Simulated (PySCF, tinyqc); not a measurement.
Worked calculation: CISD on RHF in the sto-3g basis, frozen core, for BeH+, spin multiplicity 1. The lowest restricted solution is unstable here: a spin-polarised one lies 0.0383 hartree lower (PySCF). One step of it, computed by the program tinyqc.

Task: CISD: determinants and Hamiltonian. Slater-Condon rules over spin orbitals, with the nuclear repulsion and the energy of the frozen orbital added and E(HF) subtracted on the diagonal. Only determinants linked to the reference directly or through others are kept (one block of an abelian symmetry group), so some states are absent.

one-electron integrals dressed by the frozen orbital, h + 2 (pq|11) - (p1|1q) (hartree), order 2, 3, 4, 5, 6:
$$\begin{pmatrix}
-1.005674 & 0.054253 & 0.000000 & 0.000000 & -0.004018 \\
0.054253 & -0.833648 & 0.000000 & 0.000000 & -0.047828 \\
0.000000 & 0.000000 & -0.738985 & 0.000000 & 0.000000 \\
0.000000 & 0.000000 & 0.000000 & -0.738985 & 0.000000 \\
-0.004018 & -0.047828 & 0.000000 & 0.000000 & -0.718452
\end{pmatrix}$$

energy of the frozen orbital, 2 h_11 + (11|11) = -13.92804507 hartree

Two-electron integrals over orbitals (pq|rs), unique and non-zero (hartree); the lowest 1 orbital is frozen and left out:
```
(22|22) 0.408844    (32|22) -0.054253   (32|32) 0.096528    (33|22) 0.341154
(33|32) 0.006791    (33|33) 0.388602    (42|42) 0.049878    (43|42) 0.038018
(43|43) 0.043540    (44|22) 0.340845    (44|32) 0.063263    (44|33) 0.352461
(44|44) 0.449859    (52|52) 0.049878    (53|52) 0.038018    (53|53) 0.043540
(54|54) 0.024249    (55|22) 0.340845    (55|32) 0.063263    (55|33) 0.352461
(55|44) 0.401360    (55|55) 0.449859    (62|22) 0.004018    (62|32) 0.059978
(62|33) -0.023622   (62|44) 0.067116    (62|55) 0.067116    (62|62) 0.102210
(63|22) 0.053903    (63|32) -0.094708   (63|33) -0.019329   (63|44) -0.053617
(63|55) -0.053617   (63|62) -0.057996   (63|63) 0.110934    (64|42) 0.019312
(64|43) 0.001704    (64|64) 0.020383    (65|52) 0.019312    (65|53) 0.001704
(65|65) 0.020383    (66|22) 0.412121    (66|32) -0.048654   (66|33) 0.371399
(66|44) 0.350838    (66|55) 0.350838    (66|62) -0.005346   (66|63) 0.040890
(66|66) 0.438934
```

nuclear repulsion = 0.97679227 hartree

Hartree-Fock energy = -14.55375572 hartree

Give: determinants; H - E(HF) between determinants.

Result:

Occupation strings over the orbitals (2 doubly, a alpha, b beta, 0 empty; spin orbitals ordered 1a 1b 2a 2b ...): 220000 2ab000 2a000b 2ba000 2b000a 202000 20a00b 200200 200020 20b00a 200002

H - E(HF) between determinants (hartree):
```
         220000   2ab000   2a000b   2ba000   2b000a   202000   20a00b   200200
220000   0.0000   0.0000   0.0000   0.0000   0.0000   0.0965   0.0600   0.0499
2ab000   0.0000   0.1043   0.0061  -0.0965  -0.0600   0.0610  -0.0947   0.0380
2a000b   0.0000   0.0061   0.2905  -0.0600  -0.1022  -0.0947   0.0056   0.0193
2ba000   0.0000  -0.0965  -0.0600   0.1043   0.0061  -0.0610   0.0276  -0.0380
2b000a   0.0000  -0.0600  -0.1022   0.0061   0.2905   0.0947   0.0580  -0.0193
202000   0.0965   0.0610  -0.0947  -0.0610   0.0947   0.3238  -0.0672   0.0435
20a00b   0.0600  -0.0947   0.0056   0.0276   0.0580  -0.0672   0.4218   0.0017
200200   0.0499   0.0380   0.0193  -0.0380  -0.0193   0.0435   0.0017   0.5744
200020   0.0499   0.0380   0.0193  -0.0380  -0.0193   0.0435   0.0017   0.0242
20b00a  -0.0600   0.0276   0.0580  -0.0947   0.0056   0.0672  -0.1109  -0.0017
200002   0.1022  -0.0580  -0.0094   0.0580   0.0094   0.1109  -0.0069   0.0204

         200020   20b00a   200002
220000   0.0499  -0.0600   0.1022
2ab000   0.0380   0.0276  -0.0580
2a000b   0.0193   0.0580  -0.0094
2ba000  -0.0380  -0.0947   0.0580
2b000a  -0.0193   0.0056   0.0094
202000   0.0435   0.0672   0.1109
20a00b   0.0017  -0.1109  -0.0069
200200   0.0242  -0.0017   0.0204
200020   0.5744  -0.0017   0.0204
20b00a  -0.0017   0.4218   0.0069
200002   0.0204   0.0069   0.6045
```
